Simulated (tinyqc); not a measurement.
Fully depleted semiconductor-on-insulator film with two gates, non-linear Poisson equation by Newton steps: one step of the calculation.

One dimension across the film, front interface at x = 0, back interface at x = ts. psi is counted from the intrinsic level, n = ni exp(psi/Vt) (source grounded), holes neglected, acceptors ionised. Gates act through Cox = eps0 eox/tox and Cbox = 3.9 eps0/tb with potentials G1 = Vg - (phiM - chi - Vt ln(Nc/ni)) and G2 = Vb - (phiB - chi - Vt ln(Nc/ni)). Classical Boltzmann densities, no interface charge, no depletion in the back plane.

Question. Newton step. Solve a d_(i-1) + b_i d_i + a d_(i+1) = -F_i for all nodes. Each component d is damped to sign(d) Vt ln(1 + |d|/Vt) before it is added.

Parameters, values chosen for the exercise: temperature T = 300 K.

Constants: q = 1.602176634e-19 C, kB = 1.380649e-23 J/K, Vt = kB T/q. Results are converted to the units shown.

a = 29.586352 uF/cm^2

```
node  diagonal b (F/cm^2)  residual F (C/cm^2)  psi at the start (V)
0           -3.0377841e-5         2.7535481e-7                   0.2
1           -5.9186076e-5       -3.5340547e-10                   0.2
2           -5.9186076e-5       -3.5340547e-10                   0.2
3           -5.9186076e-5       -3.5340547e-10                   0.2
4           -5.9186076e-5       -3.5340547e-10                   0.2
5           -5.9186076e-5       -3.5340547e-10                   0.2
6           -5.9186076e-5       -3.5340547e-10                   0.2
7           -5.9186076e-5       -3.5340547e-10                   0.2
8           -5.9186076e-5       -3.5340547e-10                   0.2
9           -5.9186076e-5       -3.5340547e-10                   0.2
10          -5.9186076e-5       -3.5340547e-10                   0.2
11          -2.9617703e-5        -9.0294594e-9                   0.2
```

Find: Newton step d, before damping; psi after iteration 1.

Answer.

```
node  Newton step d, before damping (V)  psi after iteration 1 (V)
0                                0.2763                     0.2636
1                                0.2744                     0.2634
2                                0.2726                     0.2632
3                                0.2710                     0.2631
4                                0.2695                     0.2630
5                                0.2681                     0.2628
6                                0.2669                     0.2627
7                                0.2658                     0.2626
8                                0.2648                     0.2626
9                                0.2639                     0.2625
10                               0.2632                     0.2624
11                               0.2626                     0.2624
```

Range of the model: In so thin a film or at such density quantum confinement moves the charge away from the interfaces and raises the threshold.

Program tinyqc, `OMP_NUM_THREADS=1 python tinyqc.py 2190137 2190138 out.jsonl`; Intel Xeon 2.30GHz, shared host, one thread, about 0.4 s.
